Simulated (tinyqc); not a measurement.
Relaxation at fixed composition: composition and strain of an epitaxial Si(1-x)Ge(x) layer from Raman and X-ray peaks. Computed by tinyqc, a small Python program. Command: `OMP_NUM_THREADS=1 python tinyqc.py 3002290 3002291 out.jsonl epiraman walk`. One thread of a shared host (Intel(R) Xeon(R) Processor @ 2.30GHz), about 0.01 s of CPU time with the checks.

A (001) layer, biaxially strained in the plane. The Raman peaks follow empirical lines omega = w0 + c1 x + c3 x^3 + b eps (c3 for Si-Ge alone), with eps the in-plane strain.

Inputs (values chosen for the exercise, modelled on silicon-germanium):
```
quantity                        value      unit
Ge fraction x                    0.44         -
lattice constant of Si          5.431  angstrom
lattice constant of Ge          5.658  angstrom
bowing B                        0.028  angstrom
2 C12/C11 of Si                 0.777         -
2 C12/C11 of Ge                 0.746         -
Si-Si: w0                       521.1      1/cm
Si-Si: c1                       -69.6      1/cm
Si-Si: strain coefficient b      -693      1/cm
Ge-Ge: w0                       280.4      1/cm
Ge-Ge: c1                        19.1      1/cm
Ge-Ge: strain coefficient b      -452      1/cm
X-ray wavelength             1.540598  angstrom
```

Substrate: silicon.

Method:
- Relaxed lattice constant a(x) = a_Si + (a_Ge - a_Si) x - B x (1 - x).
- In-plane constant a_par = a_sub + R (a(x) - a_sub); eps = a_par/a(x) - 1; eps_perp = -(2 C12/C11) eps with 2 C12/C11 linear in x; a_perp = a(x) (1 + eps_perp).
- (004) Bragg angle theta = arcsin(2 lambda/a), with a = a_perp for the layer and a_sub for the substrate; separation = layer less substrate. The apparent x is the one that a fully strained layer (R = 0) would need to give the same a_perp.

Signatures; columns: (1) R; (2) eps (per mille); (3) Si-Si (1/cm); (4) Ge-Ge (1/cm); (5) a_perp (angstrom); (6) (004) separation (arcsec); (7) apparent x if R = 0 is assumed:
```
(1)       (2)     (3)     (4)     (5)      (6)      (7)
0.00  -16.832  502.14  296.41  5.5950  -4136.0  0.44000
0.15  -14.307  500.39  295.27  5.5843  -3876.5  0.41272
0.30  -11.783  498.64  294.13  5.5737  -3615.7  0.38528
0.50   -8.416  496.31  292.61  5.5595  -3266.1  0.34844
0.70   -5.050  493.98  291.09  5.5453  -2914.3  0.31128
0.85   -2.525  492.23  289.95  5.5346  -2649.0  0.28321
1.00    0.000  490.48  288.80  5.5240  -2382.5  0.25497
```

Full relaxation moves the Si-Si peak by -11.66 per cm and shrinks the X-ray separation to 58 % of its strained value, about 1/(1 + 2 C12/C11). A symmetric reflection alone cannot part x from R: a relaxed layer read as strained gives x = 0.255 in place of 0.44. An asymmetric reflection or a second peak is needed.

Extremes, crossings and ranges named in words are read from the listed rows.
